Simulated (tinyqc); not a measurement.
What each parameter does: two-node Weyl semimetal on a cubic lattice and its slab.

H = d.s with dx = t sin kx, dy = t sin ky, dz = m (2 - cos kx - cos ky) + M(kz), M = tz (cos k0 - cos kz), k in 1/a. Nodes at (0, 0, +/-k0). Berry curvature of the lower band along z: Omega = d.(dd/dkx x dd/dky)/(2|d|^3), in the sense curl of i<u|grad u>.

Values chosen for the exercise: t = 0.89 eV (hopping in sx and sy); m = 0.75 eV (mass term); tz = 1.02 eV (hopping along z); k0 = 1.53 1/a (position of the nodes); k = (0.95, 0.14, 1.79) 1/a (wave vector).

|E| and Omega at k, the velocity tz sin(k0) and k0/pi. Each row changes one parameter from the base and keeps the others.

Results:

| case | \|E\| (eV) | Omega (a^2) | vz (eV a) | \|sigma_xy\| (e^2/(h a)) |
|---|---|---|---|---|
| base | 0.9387 | -0.0782 | 1.0192 | 0.4870 |
| t = 0.979 eV | 0.9972 | -0.0789 | 1.0192 | 0.4870 |
| m = 0.675 eV | 0.9190 | -0.0672 | 1.0192 | 0.4870 |
| tz = 0.918 eV | 0.9225 | -0.0900 | 0.9172 | 0.4870 |
| k0 = 1.377 1/a | 1.0422 | -0.0259 | 1.0009 | 0.4383 |

The largest shifts from the base row, up to three for each result and ties (the steps differ in size, so this ranks the rows, not the parameters). |E| (eV): k0 +0.1035, t +0.0585, m -0.0196. Omega (a^2): k0 +0.0523, tz -0.0118, m +0.0109. vz (eV a): tz -0.1019, k0 -0.0182; unchanged at the printed digits by t and m. |sigma_xy| (e^2/(h a)): k0 -0.0487; unchanged at the printed digits by t, m and tz. The Hall conductivity depends on the separation of the nodes alone, with EF at the nodes and no further nodes.

Program tinyqc; command `OMP_NUM_THREADS=1 python tinyqc.py 1451426 1451427 out.jsonl`; about 0.2 s on one thread of a shared Intel(R) Xeon(R) Processor @ 2.30GHz.
